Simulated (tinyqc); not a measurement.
Changing the void surface energy gamma: nucleation and growth of vacancy voids in a cooling silicon-like crystal. Computed by tinyqc, a small Python program. Command: `OMP_NUM_THREADS=1 python tinyqc.py 3004020 3004021 out.jsonl voids sweep`. One thread of a shared host (Intel(R) Xeon(R) Processor @ 2.30GHz), about 0.1 s of CPU time with the checks.

Spherical voids; vacancies are lost only to voids.

Inputs (values chosen for the exercise, close to those used for silicon):
```
quantity                                    value    unit
vacancy density at the melting point C_m  4.8e+14  1/cm^3
formation energy E_f                            4      eV
melting point T_m                            1685       K
diffusion prefactor D0                     0.0015  cm^2/s
migration energy E_m                         0.46      eV
site density rho                            5e+22  1/cm^3
cooling rate q                                4.1   K/min
vacancy excess C0                         2.7e+13  1/cm^3
temperature step                             0.25       K
```

Vacancy supply: given.

Constants: k_B = 8.617333262e-05 eV/K; k_B = 1.380649e-23 J/K.

Method:
- C = C0 as given.
- C_e = C_m exp[-(E_f/k_B)(1/T - 1/T_m)]; D = D0 exp(-E_m/(k_B T)); f = k_B T ln(C/C_e); r* = 2 gamma/(rho f); W* = 16 pi gamma^3/(3 rho^2 f^2); Z = f/sqrt(12 pi W* k_B T); I = rho Z (4 pi r* D C) exp(-W*/(k_B T)).
- March down from 1500 K in steps dT, dt = dT/q, with values at the upper end of each step: a class of I dt voids is born with r*; then all classes grow by r^2 += 2 D (C - C_e) dt/rho; C falls by the vacancies added to voids. Stop at 1150 K. T_n is the T of the largest I, N the final count (classes under 1e-6 /cm^3 are dropped), and the mean radius the number average.

One run for each value:
```
void surface energy gamma (J/m^2)  temperature of peak nucleation T_n (K)  void density N (1/cm^3)  mean radius (nm)
0.700                                                             1400.75               7.4427e+06            25.737
0.767                                                             1381.75               7.2221e+06            25.967
0.833                                                             1362.00               7.1818e+06            25.983
0.900                                                             1340.75               7.2896e+06            25.817
0.967                                                             1318.25               7.5332e+06            25.493
1.030                                                             1296.00               7.8853e+06            25.064
1.100                                                             1269.75               8.4282e+06            24.457
```

Over the rows, temperature of peak nucleation T_n (K) falls from 1400 to 1270 (exponent d ln y / d ln x -0.15 between the first rows and -0.31 between the last); void density N (1/cm^3) goes from 7.44e6 through a minimum among these rows, 7.18e6 at 0.833, to 8.43e6; mean radius (nm) goes from 25.7 through a maximum among these rows, 26.0 at 0.833, to 24.5. The surface energy sets the supersaturation needed and so T_n; N and r respond far less than the rate at fixed T would.

Caution (rows 1.10): below about 1290 K vacancies bind to oxygen in crucible-grown crystals, which cuts nucleation off; that is left out.

Extremes, crossings and ranges named in words are read from the listed rows.
